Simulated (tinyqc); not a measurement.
Inside a calculation. Model: thermoelectric coefficients with energy filtering, Landauer integrals.

Numbers from tinyqc (`OMP_NUM_THREADS=1 python tinyqc.py 2800002 2800003 out.jsonl`; about 0.02 s on one thread of a shared Intel Xeon 2.30GHz). Printed values are rounded.

Bulk parabolic band, x = (E - Ec)/kB T, C = hbar^2/(2 m0), kB T in eV. Modes per area gv m kB T x/(4 pi C) times the back-scattering length l0 x^rr give the transport function s0 X(x), s0 = (2 q^2/h) gv m kB T l0/(4 pi C), X = x^(1 + rr), multiplied by tb for x < xb. I_k = int X (x - eta)^k w dx, w = 1/(4 cosh^2((x - eta)/2)).

Inputs (values chosen for the exercise): temperature T = 500 K; mass of one valley m = 0.22 m0; valleys gv = 4; back-scattering length at x = 1 l0 = 2.6 nm; energy exponent of that length rr = 0.5; lattice thermal conductivity kL = 2.2 W/(m K); reduced Fermi level (EF - Ec)/kB T eta = 4.4; barrier height over kB T, above Ec xb = 4.3; share of the transport function left below the barrier tb = 0.05; lower end of the grid xa = 0; upper end of the grid xe = 16; points of the grid nE = 17.

Constants: q = 1.602176634e-19 C, kB = 1.380649e-23 J/K, hbar = 1.054571817e-34 J s, h = 6.62607015e-34 J s, m0 = 9.1093837015e-31 kg, Vt = kB T/q, hbar^2/(2 m0) = 0.0380998212 eV nm^2. Results are converted to the units shown.

Range of the model: Parabolic bands, elastic scattering and a fixed kL make these model figures, not those of a material.

## The three integrals on a coarse grid

Simpson's rule on nE equally spaced points from xa to xe.

x, point 0 to 16: [0.0000, 1.0000, 2.0000, 3.0000, 4.0000, 5.0000, 6.0000, 7.0000, 8.0000, 9.0000, 10.0000, 11.0000, 12.0000, 13.0000, 14.0000, 15.0000, 16.0000]
X, point 0 to 16: [0, 0.05, 0.141421, 0.259808, 0.4, 11.1803, 14.6969, 18.5203, 22.6274, 27, 31.6228, 36.4829, 41.5692, 46.8722, 52.3832, 58.0948, 64]
w, point 0 to 16: [0.0119813, 0.0312525, 0.0762550, 0.158685, 0.240261, 0.228784, 0.139764, 0.0643583, 0.0258896, 0.00985276, 0.00367067, 0.00135667, 4.99951e-4, 1.84038e-4, 6.77196e-5, 2.49148e-5, 9.16592e-6]
X w, point 0 to 16: [0, 0.00156262, 0.0107841, 0.0412275, 0.0961043, 2.55789, 2.05410, 1.19193, 0.585815, 0.266025, 0.116077, 0.0494954, 0.0207826, 0.00862626, 0.00354737, 0.00144742, 5.86619e-4]
I_0, I_1, I_2 on this grid: [7.41594, 12.3986, 35.6406]

Converged values are 7.4165, 12.295 and 35.894; the grid is within 0.01 % of the first and 0.71 % below the last.

## Coefficients of the electrons

converged I_0, I_1, I_2: [7.41654, 12.2948, 35.8942]

sigma = s0 I_0, S = -(kB/q) I_1/I_0, Lorenz number L = (kB/q)^2 [I_2/I_0 - (I_1/I_0)^2], kappa_e = L sigma T.

s0 = 159.537 S/cm
sigma = 1183.21 S/cm
S = -142.854 uV/K
L = 1.55320 x 1e-8 V^2/K^2
kappa_e = 0.918880 W/(m K)

L is 36 % below the Sommerfeld value (pi^2/3)(kB/q)^2 = 2.443e-8 V^2/K^2.

## Power factor and figure of merit

Power factor S^2 sigma, ZT = S^2 sigma T/(kappa_e + kL).

power factor = 2.41461 mW/(m K^2)
ZT = 0.387096
electronic share of kappa = 29.4619 %
